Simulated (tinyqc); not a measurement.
Avrami exponent and activation energy from three anneals.

Problem. Isothermal crystallisation follows X = 1 - exp(-(k t)^n) with k proportional to exp(-Ec q/(kB T)). Find n, k at both temperatures and Ec.

Constants: q = 1.602176634e-19 C, kB = 1.380649e-23 J/K. Results are converted to the units shown.

X at (422 K, 1100 s), (422 K, 2200 s) and (442 K, 31 s): 0.13703683  0.81127253  0.35657572

Solution. -ln(1 - X) = (k t)^n: the two times give n, and the two rates give Ec.

n = 3.500
k at 422 K = 5.260e-4 1/s
k at 442 K = 0.02553 1/s
Ec = 3.120 eV

Numbers from tinyqc (`OMP_NUM_THREADS=1 python tinyqc.py 2490152 2490153 out.jsonl`; about 0.04 s on one thread of a shared Intel Xeon 2.30GHz).
